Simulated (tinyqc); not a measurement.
Small-signal admittance of a forward-biased p+-n diode: one step of the calculation.

Holes injected into a neutral base of width wb with an ohmic contact at its end; low injection, p0 far above the equilibrium density. A small voltage v exp(i w t), w = 2 pi f, modulates the edge density by p0 v/Vt, and the small-signal density obeys Dp d2p/dx2 = (1/tau + i w) p.

Problem. The same by finite differences. 8 equal intervals, h = wb/8; u = small-signal density over its edge value, u_0 = 1, u_8 = 0; u_(i-1) + b u_i + u_(i+1) = 0 with b = -2 - h^2 (1/tau + i w)/Dp; Y = (q Dp p0/(Vt h)) (-b/2 - u_1), which includes the half box at the edge.

Values chosen for this exercise; permittivity close to that of gallium arsenide: temperature T = 300 K; hole diffusion coefficient Dp = 9.3 cm^2/s; hole lifetime tau = 4e-7 s; width of the neutral base wb = 50 um; excess hole density at the junction edge p0 = 1.6e12 cm^-3; signal frequency f = 8.8e5 Hz.

Constants: q = 1.602176634e-19 C, kB = 1.380649e-23 J/K, Vt = kB T/q. Results are converted to the units shown.

Find: b; u; Y on the mesh.

Solution.

b = -2.1050-0.2322i
u, node 1 to 7: 0.63142-0.17405i  0.36956-0.21974i  0.19755-0.20268i  0.09334-0.16102i  0.03634-0.11459i  0.00976-0.07175i  0.00086-0.03418i
Y on the mesh = 0.062131+0.042815i S/cm^2

Program tinyqc, `OMP_NUM_THREADS=1 python tinyqc.py 2890175 2890176 out.jsonl`; Intel Xeon 2.30GHz, shared host, one thread, about 0.01 s.
